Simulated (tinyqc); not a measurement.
# Time-domain thermoreflectance: layered heat flow under a modulated pulse train, and what the signal ratio measures, step by step

A worked calculation. Computed by tinyqc, a small Python program that keeps every step. Command: `OMP_NUM_THREADS=1 python tinyqc.py 3110393 3110394 out.jsonl tdtr walk`. One thread of a shared host (Intel(R) Xeon(R) Processor @ 2.30GHz), about 0.2 s of CPU time with the checks. Intermediate numbers are printed to about 5 digits and carried at full precision; extremes and crossings named in words are read from the listed rows.

Pulses repeat at 80 MHz; heat is laid down at the surface, all layers are isotropic, and the film is in perfect contact with the substrate.

Inputs (values chosen for the exercise, modelled on aluminium on 4H-SiC):

| quantity | value | unit |
|---|---|---|
| metal thickness d | 73 | nm |
| metal conductivity | 190 | W/(m K) |
| metal heat capacity | 2.42 | MJ/(m^3 K) |
| boundary conductance G under the metal | 190 | MW/(m^2 K) |
| film thickness | 13 | nm |
| film conductivity | 0.96 | W/(m K) |
| film heat capacity | 3 | MJ/(m^3 K) |
| substrate conductivity kappa | 345 | W/(m K) |
| substrate heat capacity C | 2.22 | MJ/(m^3 K) |
| modulation frequency f | 1 | MHz |
| spot radius w (1/e^2, pump and probe) | 5.5 | micrometre |
| delay t | 460 | ps |

Stack: metal, film, substrate.

## Length and time scales

Penetration depth sqrt(kappa/(pi f C)); effusivity sqrt(kappa C); cooling time of the metal d C_m/G; Kapitza length kappa/G.

penetration depth = 7.0333 micrometre

effusivity = 27675 W s^(1/2)/(m^2 K)

cooling time of the metal = 929.79 ps

Kapitza length = 1815.8 nm

depth over spot radius = 1.2788

The penetration depth is not small against the spot, so radial spreading in the substrate matters at f.

## Impedance at k = 0 and the modulation frequency

For radial wave number k and angular frequency W each layer has u = sqrt(4 pi^2 k^2 + i W C/kappa) and gamma = kappa u. Surface impedance from below: Z = 1/gamma for the substrate; a layer of thickness L maps Z to (Z + tanh(u L)/gamma)/(1 + gamma Z tanh(u L)); a boundary adds 1/G. Take k = 0 and W = 2 pi f.

Z of the substrate = 10.193-10.193i m^2 K/GW

Z at the surface = 28.618-11.035i m^2 K/GW

## Response at the modulation frequency

Response per absorbed watt H(W) = 2 pi int_0^(2/w) Z(k, W) exp(-pi^2 k^2 w^2) k dk by 20 Gauss-Legendre points.

H(2 pi f) = 0.27874-0.03995i K/mW

phase of H(2 pi f) = -8.1556 degrees

## Signal at one delay

Signal: X + iY = sum_(m = -M..M) H(2 pi (f + m f_r)) exp(i 2 pi m f_r t) exp(-pi (m/M)^2 x 4), f_r = 80 MHz, M = 4000, with H(-W) the complex conjugate of H(W); V_in = X, V_out = Y, ratio = -V_in/V_out.

V_in = 0.71770 K/mW

V_out = -0.038804 K/mW

ratio -V_in/V_out = 18.496

## Ratio and sensitivities against delay

Sensitivity S = ln(ratio'/ratio)/ln(1.01) for a rise of one input by 1 %.

Ratio and sensitivities:

| t (ps) | ratio | S to kappa | S to G | S to d | S to C | S to w | S to film conductivity |
|---|---|---|---|---|---|---|---|
| 100 | 21.329 | 0.96965 | 0.01221 | -0.93027 | -0.09945 | -1.1316 | 0.08662 |
| 200 | 20.367 | 0.95700 | 0.00163 | -0.88489 | -0.09951 | -1.1160 | 0.07013 |
| 400 | 18.887 | 0.93472 | -0.01129 | -0.80888 | -0.09976 | -1.0886 | 0.03550 |
| 800 | 16.535 | 0.89712 | -0.03420 | -0.67905 | -0.10171 | -1.0434 | -0.03390 |
| 1500 | 13.440 | 0.84648 | -0.06856 | -0.49035 | -0.10832 | -0.9851 | -0.13796 |
| 2500 | 10.388 | 0.79384 | -0.10804 | -0.27372 | -0.12192 | -0.9288 | -0.25746 |
| 4000 | 7.487 | 0.73403 | -0.15186 | -0.02151 | -0.14754 | -0.8733 | -0.39103 |

The largest sensitivity in size at 100 ps is to w (-1.13). At 400 ps an error of 3 % in d passes on as 3 % in kappa.

Checks made by the program: steady rise of a bare substrate, 1/(2 sqrt(pi) w kappa), from the same quadrature (relative difference below 1e-10).
